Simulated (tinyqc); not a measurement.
Worked calculation: FCI on RHF in the 3-21g basis, for H2, spin multiplicity 1. One step of it, computed by the program tinyqc.

Task: FCI: determinants and Hamiltonian. Slater-Condon rules over spin orbitals, with the nuclear repulsion added and E(HF) subtracted on the diagonal.

one-electron integrals over orbitals h = C^T H C (hartree):
```
[[-1.122978, 0.000000, -0.138008, 0.000000],
 [0.000000, -0.603614, 0.000000, 0.194524],
 [-0.138008, 0.000000, 0.070451, 0.000000],
 [0.000000, 0.194524, 0.000000, 0.250581]]
```

Two-electron integrals over orbitals (pq|rs), unique and non-zero (hartree):
```
(11|11) 0.587864    (21|21) 0.110043    (22|11) 0.458181    (22|22) 0.420066
(31|11) 0.138008    (31|22) 0.069024    (31|31) 0.098858    (32|21) 0.007781
(32|32) 0.037279    (33|11) 0.533524    (33|22) 0.424369    (33|31) 0.126921
(33|33) 0.508539    (41|21) -0.080077   (41|32) -0.048155   (41|41) 0.110839
(42|11) -0.137300   (42|22) -0.071568   (42|31) -0.082165   (42|33) -0.122741
(42|42) 0.082007    (43|21) -0.122484   (43|32) -0.036638   (43|41) 0.127679
(43|43) 0.179720    (44|11) 0.595995    (44|22) 0.470249    (44|31) 0.177959
(44|33) 0.567214    (44|42) -0.166155   (44|44) 0.666896
```

nuclear repulsion = 0.55761561 hartree

Hartree-Fock energy = -1.10047574 hartree

Give: determinants; H - E(HF) between determinants.

Result:

Occupation strings over the orbitals (2 doubly, a alpha, b beta, 0 empty; spin orbitals ordered 1a 1b 2a 2b ...): 2000 ab00 a0b0 a00b ba00 b0a0 b00a 0200 0ab0 0a0b 0ba0 0020 00ab 0b0a 00ba 0002

H - E(HF) between determinants (hartree), order 2000, ab00, a0b0, a00b, ba00, b0a0, b00a, 0200, 0ab0, 0a0b, 0ba0, 0020, 00ab, 0b0a, 00ba, 0002:
```
[[0.0000, 0.0000, 0.0000, 0.0000, 0.0000, 0.0000, 0.0000, 0.1100, 0.0000, -0.0801, 0.0000, 0.0989, 0.0000, 0.0801, 0.0000, 0.1108],
 [0.0000, 0.3897, 0.0000, 0.0572, -0.1100, 0.0000, 0.0801, 0.0000, 0.0078, 0.0000, 0.0690, 0.0000, -0.0822, 0.0000, 0.0482, 0.0000],
 [0.0000, 0.0000, 1.1391, 0.0000, 0.0000, -0.0989, 0.0000, 0.0078, 0.0000, -0.1225, 0.0000, -0.0111, 0.0000, 0.0482, 0.0000, 0.1277],
 [0.0000, 0.0572, 0.0000, 1.3817, 0.0801, 0.0000, -0.1108, 0.0000, -0.1225, 0.0000, 0.0822, 0.0000, 0.0400, 0.0000, -0.1277, 0.0000],
 [0.0000, -0.1100, 0.0000, 0.0801, 0.3897, 0.0000, 0.0572, 0.0000, 0.0690, 0.0000, 0.0078, 0.0000, 0.0482, 0.0000, -0.0822, 0.0000],
 [0.0000, 0.0000, -0.0989, 0.0000, 0.0000, 1.1391, 0.0000, -0.0078, 0.0000, 0.0482, 0.0000, 0.0111, 0.0000, -0.1225, 0.0000, -0.1277],
 [0.0000, 0.0801, 0.0000, -0.1108, 0.0572, 0.0000, 1.3817, 0.0000, 0.0822, 0.0000, -0.1225, 0.0000, -0.1277, 0.0000, 0.0400, 0.0000],
 [0.1100, 0.0000, 0.0078, 0.0000, 0.0000, -0.0078, 0.0000, 0.8709, 0.0000, 0.1230, 0.0000, 0.0373, 0.0000, -0.1230, 0.0000, 0.0820],
 [0.0000, 0.0078, 0.0000, -0.1225, 0.0690, 0.0000, 0.0822, 0.0000, 1.5493, 0.0000, -0.0373, 0.0000, -0.0366, 0.0000, -0.0718, 0.0000],
 [-0.0801, 0.0000, -0.1225, 0.0000, 0.0000, 0.0482, 0.0000, 0.1230, 0.0000, 1.7753, 0.0000, -0.0366, 0.0000, -0.0820, 0.0000, 0.0284],
 [0.0000, 0.0690, 0.0000, 0.0822, 0.0078, 0.0000, -0.1225, 0.0000, -0.0373, 0.0000, 1.5493, 0.0000, -0.0718, 0.0000, -0.0366, 0.0000],
 [0.0989, 0.0000, -0.0111, 0.0000, 0.0000, 0.0111, 0.0000, 0.0373, 0.0000, -0.0366, 0.0000, 2.3075, 0.0000, 0.0366, 0.0000, 0.1797],
 [0.0000, -0.0822, 0.0000, 0.0400, 0.0482, 0.0000, -0.1277, 0.0000, -0.0366, 0.0000, -0.0718, 0.0000, 2.5463, 0.0000, -0.1797, 0.0000],
 [0.0801, 0.0000, 0.0482, 0.0000, 0.0000, -0.1225, 0.0000, -0.1230, 0.0000, -0.0820, 0.0000, 0.0366, 0.0000, 1.7753, 0.0000, -0.0284],
 [0.0000, 0.0482, 0.0000, -0.1277, -0.0822, 0.0000, 0.0400, 0.0000, -0.0718, 0.0000, -0.0366, 0.0000, -0.1797, 0.0000, 2.5463, 0.0000],
 [0.1108, 0.0000, 0.1277, 0.0000, 0.0000, -0.1277, 0.0000, 0.0820, 0.0000, 0.0284, 0.0000, 0.1797, 0.0000, -0.0284, 0.0000, 2.8261]]
```
